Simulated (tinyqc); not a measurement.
Inside a calculation. Method: Hubbard chain of 3 sites. One step of it, computed by the program tinyqc.

Problem. The many-body Hamiltonian. Basis: all placements (u, d, 2, 0 on each site), up operators ordered before down ones; hops carry the sign of the same-spin electrons passed.

one-body matrix (hopping and site energies) (eV), lower triangle:
```
           1          2         3
1   0.000000
2  -1.110000   0.000000
3   0.000000  -1.110000  0.000000
```

U = 5.000000 eV

electrons, up and down: 2  2

Give: H.

Solution.

H (eV), lower triangle:
```
        220     2ud     u2d     2du     202     ud2     d2u     du2
220  10.000
2ud  -1.110   5.000
u2d   0.000  -1.110   5.000
2du  -1.110   0.000   0.000   5.000
202   0.000  -1.110   0.000  -1.110  10.000
ud2   0.000   0.000  -1.110   0.000  -1.110   5.000
d2u   0.000   0.000   0.000  -1.110   0.000   0.000   5.000
du2   0.000   0.000   0.000   0.000  -1.110   0.000  -1.110   5.000
022   0.000   0.000   0.000   0.000   0.000  -1.110   0.000  -1.110

        022
022  10.000
```
